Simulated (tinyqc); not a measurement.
Kinetic Monte Carlo and master equation for a particle on a ring of sites with traps and bias: one step, computed by the program tinyqc. Command: `OMP_NUM_THREADS=1 python tinyqc.py 3003738 3003739 out.jsonl kmc walk`. One thread of a shared host (Intel(R) Xeon(R) Processor @ 2.30GHz), about 0.06 s of CPU time with the checks.

5 sites on a ring, numbered 1 to 5. The saddle between i and i+1 lies at E0 + s b_i and site i at s eps_i; a force F tilts the landscape, with the saddle half-way.

Problem. Rate table. Rates: k(i to i+1) = nu exp(-(E0 + s b_i - s eps_i - F a/2)/(k_B T)), k(i to i-1) = nu exp(-(E0 + s b_(i-1) - s eps_i + F a/2)/(k_B T)). Share right = k right/(k right + k left); mean stay = 1/(k right + k left).

Inputs (values chosen for the exercise, for a model defect):
```
quantity                        value         unit
reference barrier E0             0.69           eV
scale factor s of the disorder      1            -
attempt frequency nu              1.2          THz
temperature T                     600            K
site spacing a                    2.6     angstrom
force F along the ring          0.017  eV/angstrom
```

Disorder: site traps.

site energies eps_i (eV): -0.04  0  -0.062  0  -0.086

saddle shifts b_i between sites i and i+1 (eV): 0  0  0  0  0

Constants: k_B = 8.617333262e-05 eV/K.

Give: Rates, shares of right hops and mean stays.

Solution.

Rates, shares of right hops and mean stays:
```
site  k right (1/s)  k left (1/s)  share right  mean stay (s)
1         1.359e+06     5.779e+05       0.7016      5.164e-07
2         2.945e+06     1.253e+06       0.7016      2.382e-07
3         8.878e+05     3.776e+05       0.7016      7.903e-07
4         2.945e+06     1.253e+06       0.7016      2.382e-07
5         5.581e+05     2.374e+05       0.7016      1.257e-06
```

The particle stays longest on site 5, 5.3 times as long as on the quickest site.
